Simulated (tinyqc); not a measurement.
Ideality, saturation current and resistance from three points.

Question. Well above the saturation current a diode obeys V = n Vt ln(I/I0) + I Rs. Find n, Rs and I0.

Values chosen for this exercise: temperature T = 300 K.

Constants: q = 1.602176634e-19 C, kB = 1.380649e-23 J/K, Vt = kB T/q. Results are converted to the units shown.

currents (A): 2e-6  0.0006  0.01
voltages (V): 0.61146625  0.81762514  1.0049011

Solution. V is linear in the three unknowns n Vt, Rs and -n Vt ln I0, so three points give a linear system.

n = 1.360
Rs = 9.400 ohm
I0 = 5.600e-14 A

Program tinyqc, `OMP_NUM_THREADS=1 python tinyqc.py 2260115 2260116 out.jsonl`; Intel Xeon 2.30GHz, shared host, one thread, about 0.01 s.
